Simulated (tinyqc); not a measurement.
Vacuum evaporation: vapour pressure, source flux, thickness distribution, purity and step coverage: one step, computed by the program tinyqc.

Molecular flow, unit sticking of the metal, no re-evaporation. The background gas is taken as water vapour (18.015 g/mol, collision diameter 0.37 nm) at 300 K.

Task: A trench at the wafer edge. Fixed wafer, axial point source, trench running tangentially at r = R: the beam arrives at tan(a) = R/h. Shadowed share of the floor = aspect ratio x tan(a) (at most 1); the wall facing the source grows at tan(a) times the field rate, the other wall not at all.

Inputs (values chosen for the exercise, modelled on gallium, with constants for the liquid): source-to-wafer distance h = 25 cm; wafer radius R = 10 cm; aspect ratio of a trench = 0.93.

Give: angle a; shadowed share of the floor; wall over field thickness.

Result:

angle a = 21.80 degrees

shadowed share of the floor = 0.372

wall over field thickness = 0.4
